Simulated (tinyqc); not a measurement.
Worked calculation: RHF in the sto-6g basis, for BeH+, spin multiplicity 1. One step of it, computed by the program tinyqc.

Problem. Iteration 1: building the Fock matrix. J_ij = sum D_kl (ij|kl), K_ij = sum D_kl (ik|jl); F = H + J - 0.5 K; E = tr D H + tr D J / 2 - 0.25 tr D K + E_nn.

D at the start:
```
,1Be 1s,1Be 2s,1Be 2px,1Be 2py,1Be 2pz,2H 1s
1Be 1s,0.672414,0.241347,0.712977,-0.516280,0.081294,-0.097335
1Be 2s,0.241347,0.220537,0.225669,-0.114720,-0.512095,0.206374
1Be 2px,0.712977,0.225669,0.762814,-0.563362,0.208415,-0.157693
1Be 2py,-0.516280,-0.114720,-0.563362,0.433606,-0.347727,0.201930
1Be 2pz,0.081294,-0.512095,0.208415,-0.347727,2.197665,-0.987147
2H 1s,-0.097335,0.206374,-0.157693,0.201930,-0.987147,0.448933
```

core Hamiltonian H = T + V (hartree):
```
,1Be 1s,1Be 2s,1Be 2px,1Be 2py,1Be 2pz,2H 1s
1Be 1s,-8.339771,-1.958417,0.000000,0.000000,-0.018831,-0.558564
1Be 2s,-1.958417,-2.448293,0.000000,0.000000,-0.147720,-1.178319
1Be 2px,0.000000,0.000000,-1.968555,0.000000,0.000000,0.000000
1Be 2py,0.000000,0.000000,0.000000,-1.968555,0.000000,0.000000
1Be 2pz,-0.018831,-0.147720,0.000000,0.000000,-2.084032,-1.223662
2H 1s,-0.558564,-1.178319,0.000000,0.000000,-1.223662,-2.033948
```

Two-electron integrals (ij|kl) in chemists' order, unique and non-zero (hartree):
```
i,j,k,l,(ij|kl)
1,1,1,1,2.299996
2,1,1,1,0.361879
2,1,2,1,0.071926
2,2,1,1,0.570332
2,2,2,1,0.139654
2,2,2,2,0.417773
3,1,3,1,0.015252
3,2,3,1,0.022555
3,2,3,2,0.092340
3,3,1,1,0.570332
3,3,2,1,0.139654
3,3,2,2,0.417773
3,3,3,3,0.450117
4,1,4,1,0.015252
4,2,4,1,0.022555
4,2,4,2,0.092340
4,3,4,3,0.024258
4,4,1,1,0.570332
4,4,2,1,0.139654
4,4,2,2,0.417773
4,4,3,3,0.401601
4,4,4,4,0.450117
5,1,5,1,0.015252
5,2,5,1,0.022555
5,2,5,2,0.092340
5,3,5,3,0.024258
5,4,5,4,0.024258
5,5,1,1,0.570332
5,5,2,1,0.139654
5,5,2,2,0.417773
5,5,3,3,0.401601
5,5,4,4,0.401601
5,5,5,5,0.450117
6,1,1,1,0.104883
6,1,2,1,0.020212
6,1,2,2,0.038974
6,1,3,3,0.038654
6,1,4,4,0.038654
6,1,5,1,0.001994
6,1,5,2,0.003826
6,1,5,5,0.039613
6,1,6,1,0.006006
6,2,1,1,0.225243
6,2,2,1,0.055871
6,2,2,2,0.178909
6,2,3,3,0.172482
6,2,4,4,0.172482
6,2,5,1,0.007820
6,2,5,2,0.043987
6,2,5,5,0.191764
6,2,6,1,0.017263
6,2,6,2,0.109423
6,3,3,1,0.005718
6,3,3,2,0.025183
6,3,5,3,0.007875
6,3,6,3,0.010777
6,4,4,1,0.005718
6,4,4,2,0.025183
6,4,5,4,0.007875
6,4,6,4,0.010777
6,5,1,1,0.233541
6,5,2,1,0.058726
6,5,2,2,0.196743
6,5,3,3,0.185219
6,5,4,4,0.185219
6,5,5,1,0.012757
6,5,5,2,0.068880
6,5,5,5,0.219790
6,5,6,1,0.019135
6,5,6,2,0.137514
6,5,6,5,0.179570
6,6,1,1,0.390145
6,6,2,1,0.098813
6,6,2,2,0.351032
6,6,3,3,0.325676
6,6,4,4,0.325676
6,6,5,1,0.017183
6,6,5,2,0.120774
6,6,5,5,0.401745
6,6,6,1,0.031767
6,6,6,2,0.266889
6,6,6,5,0.357478
6,6,6,6,0.774999
```

nuclear repulsion = 1.57493218 hartree

Give: Coulomb J; exchange K; Fock matrix F; total energy of this density.

Solution.

Coulomb J (hartree):
```
,1Be 1s,1Be 2s,1Be 2px,1Be 2py,1Be 2pz,2H 1s
1Be 1s,3.5694,0.7304,0.0301,-0.0186,-0.0353,0.2010
1Be 2s,0.7304,1.7964,0.0659,-0.0343,-0.1553,0.6920
1Be 2px,0.0301,0.0659,1.7873,-0.0273,0.0076,0.0194
1Be 2py,-0.0186,-0.0343,-0.0273,1.7713,-0.0137,-0.0128
1Be 2pz,-0.0353,-0.1553,0.0076,-0.0137,1.8306,0.7239
2H 1s,0.2010,0.6920,0.0194,-0.0128,0.7239,1.2852
```

exchange K (hartree):
```
,1Be 1s,1Be 2s,1Be 2px,1Be 2py,1Be 2pz,2H 1s
1Be 1s,1.7755,0.4976,0.4471,-0.3120,-0.0886,0.1258
1Be 2s,0.4976,0.5466,0.1996,-0.1024,-0.4004,0.0878
1Be 2px,0.4471,0.1996,0.4473,-0.2399,0.0583,0.0634
1Be 2py,-0.3120,-0.1024,-0.2399,0.3071,-0.1091,-0.0448
1Be 2pz,-0.0886,-0.4004,0.0583,-0.1091,0.7324,0.0135
2H 1s,0.1258,0.0878,0.0634,-0.0448,0.0135,0.0524
```

Fock matrix F (hartree):
```
,1Be 1s,1Be 2s,1Be 2px,1Be 2py,1Be 2pz,2H 1s
1Be 1s,-5.6582,-1.4768,-0.1934,0.1374,-0.0098,-0.4205
1Be 2s,-1.4768,-0.9252,-0.0339,0.0169,-0.1028,-0.5302
1Be 2px,-0.1934,-0.0339,-0.4049,0.0926,-0.0215,-0.0123
1Be 2py,0.1374,0.0169,0.0926,-0.3507,0.0409,0.0096
1Be 2pz,-0.0098,-0.1028,-0.0215,0.0409,-0.6196,-0.5065
2H 1s,-0.4205,-0.5302,-0.0123,0.0096,-0.5065,-0.7749
```

total energy of this density = -8.050627 hartree
